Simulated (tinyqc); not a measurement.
Fermi-level pinning at a metal contact (Cowley-Sze model): one step of the calculation.

Interface states of density Ds lie behind a thin layer of thickness dl. Neglecting the depletion charge, the barrier for electrons is phi = S (pM - chi) + (1 - S) E0 with S = 1/(1 + q Ds dl/(eps0 ei)); the barrier for holes is Eg - phi.

Task. Barrier. Also the charge in the states, Ds (phi - E0), and the drop across the layer, pM - chi - phi.

Inputs (values chosen for the exercise); material values close to those of gallium nitride:
```
symbol   value         unit                                                    meaning
Eg        3.45           eV                                                   band gap
chi       4.14           eV                                          electron affinity
Ds      4.8e13  cm^-2 eV^-1                                density of interface states
E0        2.28           eV  depth of their neutrality level below the conduction edge
dl        0.37           nm                           thickness of the interface layer
ei         1.9                                               its relative permittivity
pM        4.36           eV                                        metal work function
```

Constants: q = 1.602176634e-19 C, eps0 = 8.8541878128e-14 F/cm where lengths are in cm. Results are converted to the units shown.

Wanted: S; phi; barrier for holes; charge in the states; drop across the layer.

Result.

S = 0.3716
phi = 1.515 eV
barrier for holes = 1.935 eV
charge in the states = -3.674e13 cm^-2
drop across the layer = -1.295 V

Numbers from tinyqc (`OMP_NUM_THREADS=1 python tinyqc.py 2430147 2430148 out.jsonl`; about 0.01 s on one thread of a shared Intel Xeon 2.30GHz).
